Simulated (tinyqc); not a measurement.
Worked calculation: thin-film optics by transfer matrices. Values are carried at full precision from step to step, so a last printed digit may differ when a step is redone from the rounded ones.

Indices N = n + i k. Snell: N0 sin(theta) = N_j sin(theta_j), with Im(N_j cos theta_j) >= 0. Admittance y_j = N_j cos theta_j for s and N_j/cos theta_j for p. Phase delta_j = 2 pi N_j cos theta_j d_j/lambda. Layer matrix [[cos delta, -i sin delta/y], [-i y sin delta, cos delta]], multiplied from the top down to M. (B, C) = M (1, y_sub); r = (y0 B - C)/(y0 B + C), R = |r|^2, T = 4 Re y0 Re y_sub/|y0 B + C|^2, absorbed in the films 1 - R - T.

Values chosen for the exercise (indices near those of Si3N4, SiO2 on polySi; not measured data): lam = 365 nm (vacuum wavelength); n0 = 1 (ambient index); n = (2.079, 1.494, 4.99) (n of Si3N4, SiO2, substrate); k = (0, 0, 2.629) (k in the same order); d = (70.1, 3) nm (thicknesses, top first); theta = 70 degrees (angle of incidence); pol = s (polarisation).

## Angles, admittances and phases

Form cos theta_j, y_j and delta_j.

cos theta_j: ambient 0.3420, film 1 0.8920, film 2 0.7774, substrate 0.9922+0.0115i

y_j: ambient 0.3420, film 1 1.8545, film 2 1.1615, substrate 4.9207+2.6660i

delta_j (rad): film 1 2.2379, film 2 0.0600

## Layer matrices and their product

Form each matrix and multiply from the top down.

matrix of film 1:
```
[[-0.6187, -0.4236i],
 [-1.4570i, -0.6187]]
```

matrix of film 2:
```
[[0.9982, -0.0516i],
 [-0.0696i, 0.9982]]
```

M:
```
[[-0.6471, -0.3909i],
 [-1.4113i, -0.6928]]
```

Each matrix has determinant 1, and so has M.

## Reflection and transmission

Close the stack on the substrate.

B, C: [0.3952-1.9237i, -3.4089-3.2582i]

r = -0.8362+0.2060i
R = 0.7416
T into the substrate = 0.2584
absorbed in the films = 0.0000

The bare substrate would reflect 0.8066.

## Ellipsometric angles

Ellipsometry: rho = tan(Psi) exp(i Delta) = -conj(r_p/r_s) with the r of the admittance formula, Delta in 0 to 360 degrees, so that a bare dielectric at small angles gives Delta = 180.

Repeat the steps for both polarisations.

r_s = -0.8362+0.2060i
r_p = -0.0222+0.4675i
Psi = 28.52 degrees
Delta = 253.44 degrees

## Checks

- R against the recursion of Airy sums from the substrate up: both 0.74162.

tinyqc: `OMP_NUM_THREADS=1 python tinyqc.py 1651960 1651961 out.jsonl`; about 0.01 s, one thread, shared Intel(R) Xeon(R) Processor @ 2.30GHz.
